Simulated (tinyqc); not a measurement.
# Which input was changed?

Model: capillary instabilities by surface diffusion: grooving and agglomeration of films, edge retraction, wire break-up and smoothing of roughness. Computed by tinyqc, a small Python program. Command: `OMP_NUM_THREADS=1 python tinyqc.py 3006767 3006768 out.jsonl dewet which`. One thread of a shared host (Intel(R) Xeon(R) Processor @ 2.30GHz), about 0.05 s of CPU time with the checks.

Isotropic surface energy; shapes change by surface diffusion alone.

Inputs (values chosen for the exercise, of the order of those of a cobalt film):
```
quantity                                value        unit
surface energy gamma_s                   2.29       J/m^2
grain-boundary energy gamma_b            0.64       J/m^2
contact angle on the substrate theta      100     degrees
atomic volume Omega                      11.1  angstrom^3
surface sites nu                          8.7      1/nm^2
prefactor D0                          4.8e-06       m^2/s
activation energy Q                      1.53          eV
temperature T                            1090           K
time t                                     72           s
film thickness h                           23          nm
grain radius R                             49          nm
wire radius r                              17          nm
initial ripple over radius               0.02           -
```

Grooves: at the surface only.

Constants: k_B = 8.617333262e-05 eV/K; k_B = 1.380649e-23 J/K.

Method:
- B = D_s nu gamma_s Omega^2/(k_B T), D_s = D0 exp(-Q/(k_B T)).
- Groove angle beta: sin(beta) = gamma_b/(2 gamma). For circular grains of radius R with spherical caps the groove ends (measured from the mean surface) at the depth R g(beta), g = (2 - 3 cos beta + cos^3 beta)/(3 sin^3 beta). The film parts if R g(beta_s) > h.
- Mullins' isolated groove: depth below the flat surface d = 0.780 m (B t)^(1/4), m = tan(beta_s), width between the ridges 4.6 (B t)^(1/4); time to reach h: (h/(0.780 m))^4/B.
- A rim shaped as a circular segment with contact angle theta holds the area h x; its radius r obeys r^2 (theta - sin theta cos theta) = h x. To advance, the edge must carry a strip of the rim height H = r (1 - cos theta) over the rim, driven by the curvature 1/r over the distance r theta (the scaling argument of Brandon and Bradshaw): H dx/dt = B/(theta r^2) gives x^(5/2) = (5/2) B t c^(3/2)/(theta (1 - cos theta) h^(3/2)), c = theta - sin theta cos theta.
- A wire with r + A cos(k z) has dA/dt = (B/r^4) (kr)^2 [1 - (kr)^2] A: unstable for wavelengths above 2 pi r, fastest at kr = 1/sqrt 2 with the rate B/(4 r^4); break-up time about (4 r^4/B) ln(r/A0); each wavelength makes a sphere of radius (3 r^2 lambda_m/4)^(1/3).

Task: One of these inputs alone was changed, within the range given: time t (36 to 144); film thickness h (11.5 to 46); grain radius R (24.5 to 98); atomic volume Omega (5.55 to 22.2). Which one, and to what value?

Results:
```
run     time to reach the substrate (s)  break-up time (s)  retraction x (nm)
before                         28880.08           19.80200           114.2375
after                          16245.05           11.13862           143.8003
```

Result:

Each candidate set to reproduce time to reach the substrate, and what it then gives:
```
candidate                         range searched  value needed  break-up time (s)  retraction x (nm)
time t (s)                             36 to 144     no effect                  -                  -
film thickness h (nm)                 11.5 to 46         19.92             19.802             124.53
grain radius R (nm)                   24.5 to 98     no effect                  -                  -
atomic volume Omega (angstrom^3)    5.55 to 22.2         14.80             11.139             143.80
```

Only atomic volume Omega fits every result: it went from 11.1 to 14.8 angstrom^3. The next best candidate, film thickness h, misses one result by 78 %.

Caution: the grains are too small for the surface groove ever to reach the depth h. Caution: faceting can stabilise wires along low-index directions.
